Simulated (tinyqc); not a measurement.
Implant damage, amorphisation by cascade overlap, and solid-phase epitaxial regrowth: one step, computed by the program tinyqc. Command: `OMP_NUM_THREADS=1 python tinyqc.py 3113740 3113741 out.jsonl sper walk`. One thread of a shared host (Intel(R) Xeon(R) Processor @ 2.30GHz), about 0.01 s of CPU time with the checks.

Range and width of the damage are inputs. Dynamic annealing enters only through the surviving share f.

Question. Damage energy and displacements per ion. Robinson partition: eps = E a M2/(Z1 Z2 (e^2/(4 pi eps_0)) (M1 + M2)), a = 0.8853 a_0/sqrt(Z1^(2/3) + Z2^(2/3)); k = 0.0793 Z1^(2/3) Z2^(1/2) (M1 + M2)^(3/2)/((Z1^(2/3) + Z2^(2/3))^(3/4) M1^(3/2) M2^(1/2)); damage energy T_d = E/(1 + k (eps + 0.40244 eps^(3/4) + 3.4008 eps^(1/6))); displacements nu = 0.8 T_d/(2 E_d).

Inputs (values chosen for the exercise, modelled on phosphorus ions in germanium):
```
quantity                 value  unit
ion Z1                      15     -
ion mass M1                 31     u
target Z2                   32     -
target mass M2           72.63     u
ion energy E               140   keV
displacement energy E_d     14    eV
```

Constants: a_0 = 0.529177210903 angstrom; e^2/(4 pi eps_0) = 14.39964548 eV angstrom.

Give: reduced energy eps; k; damage energy T_d; T_d/E; displacements per ion nu.

Answer.

reduced energy eps = 1.654

k = 0.2428

damage energy T_d = 57.33 keV

T_d/E = 0.4095

displacements per ion nu = 1638

59 % of the energy goes to electrons.
